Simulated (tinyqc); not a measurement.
Kinetics of strain relaxation and threading dislocations in mismatched semiconductor layers. From one set of inputs to another, one input at a time. Computed by tinyqc, a small Python program. Command: `OMP_NUM_THREADS=1 python tinyqc.py 3008331 3008332 out.jsonl threading ladder`. One thread of a shared host (Intel(R) Xeon(R) Processor @ 2.30GHz), about 0.01 s of CPU time with the checks.

60-degree dislocations on {111} planes of a (001) layer, isotropic elasticity. The Schmid factor is 1/sqrt(6), and a misfit segment relieves strain with b/2.

The inputs printed are set A. Set A is modelled on Si(0.8)Ge(0.2) on Si; the values taken over come from a set modelled on Ge on Si. Inputs not listed in the table keep their values of set A, so the rows need not describe a real material.

Inputs (values chosen for the exercise, modelled on Si(0.8)Ge(0.2) on Si):

| quantity | value | unit |
|---|---|---|
| misfit f | 0.00779 | - |
| shear modulus G | 65.7 | GPa |
| Poisson ratio nu | 0.27 | - |
| Burgers vector b | 3.88 | angstrom |
| glide activation energy Q | 2.02 | eV |
| velocity prefactor v0 | 38000 | m/s per MPa |
| layer thickness h | 78 | nm |
| anneal temperature T | 852 | K |
| anneal time t | 100 | s |
| initial thread density rho_0 | 6.6e+06 | 1/cm^2 |
| multiplication constant delta | 9400 | 1/m |
| reaction radius r_A | 23 | nm |
| final thickness of a thick uniform layer H | 7.2 | micrometre |
| aspect ratio of a trench | 2.8 | - |

Sources: fixed density of threads.

Constants: k_B = 8.617333262e-05 eV/K.

Method:
- Excess resolved stress tau = (1/sqrt 6) [2 G (1 + nu)/(1 - nu)] (e - e_eq), e_eq = b (1 - nu/4) [ln(h/b) + 1]/(4 pi (1 + nu) h), the Matthews-Blakeslee strain of an uncapped layer; glide velocity v = v0 tau exp(-Q/(k_B T)), tau in MPa.
- Threads run in two directions, so de/dt = -(b/4) rho v, with rho fixed. With x = e - e_eq, x0 = f - e_eq (fully strained at t = 0) and v = m S x (m the mobility, S x = tau): x = x0 exp(-t/t_r), t_r = 4/(b rho_0 m S).
- The half time is that at which x = x0/2.
- A separate case, a thick relaxed layer. Pair reactions during growth: d rho/dh = -K rho^2 with K = 2 r_A tan(psi) and threads inclined by psi = 45 degrees (the <110> lines of {111} planes), so rho = 1/(K H) for a layer that starts with far more threads than that, as highly mismatched layers do. In a trench along [110] a thread on {111} rises at 54.74 degrees across the width, and leaves through the wall below the height w tan(54.74 degrees) = sqrt(2) w; the share of threads, evenly spread over the floor, that reach the top is max(0, 1 - a/sqrt 2) for the aspect ratio a.

Each row keeps all changes above it:

| input moved | from | to | half time (s) | strain left e | thread density at H (1/cm^2) |
|---|---|---|---|---|---|
| set A | - | - | 2.713e+01 | 0.00230 | 3.019e+08 |
| misfit f | 0.00779 | 0.0396 | 2.713e+01 | 0.00477 | 3.019e+08 |
| initial thread density rho_0 (1/cm^2) | 6600000 | 1800000 | 9.949e+01 | 0.02065 | 3.019e+08 |
| shear modulus G (GPa) | 65.7 | 56.8 | 1.151e+02 | 0.02251 | 3.019e+08 |
| anneal temperature T (K) | 852 | 702 | 4.113e+04 | 0.03954 | 3.019e+08 |
| anneal time t (s) | 100 | 14 | 4.113e+04 | 0.03959 | 3.019e+08 |
| reaction radius r_A (nm) | 23 | 32 | 4.113e+04 | 0.03959 | 2.170e+08 |
| multiplication constant delta (1/m) | 9400 | 10000 | 4.113e+04 | 0.03959 | 2.170e+08 |

Half time goes from 27.1 to 41100, a factor 1520 in all. The largest single move comes from anneal temperature T (a factor 357). Strain left e goes from 0.00230 to 0.0396, a factor 17.2 in all. The largest single move comes from initial thread density rho_0 (a factor 4.33). Thread density at H goes from 3.02e8 to 2.17e8, a factor 0.719 in all. The largest single move comes from reaction radius r_A (a factor 0.719). The single moves hold for this order of the switches; the total does not depend on the order.

Caution (rows set A, misfit f, initial thread density rho_0, shear modulus G): blocking of threads by crossing misfit lines, left out here, leaves real layers with more strain. Caution (rows set A): at this small misfit a layer may start with fewer threads than 1/(K H), which is then only an upper bound. Caution (rows misfit f, initial thread density rho_0, shear modulus G, anneal temperature T, anneal time t, reaction radius r_A, multiplication constant delta): at stresses above about 1 GPa the linear velocity law understates glide, as stress lowers the kink barrier. Caution (rows misfit f, initial thread density rho_0, shear modulus G, anneal temperature T, anneal time t, reaction radius r_A, multiplication constant delta): at such misfit the layer islands and relaxes during the first nanometres, so a uniform strained start is an idealisation.

Extremes, crossings and ranges named in words are read from the listed rows.
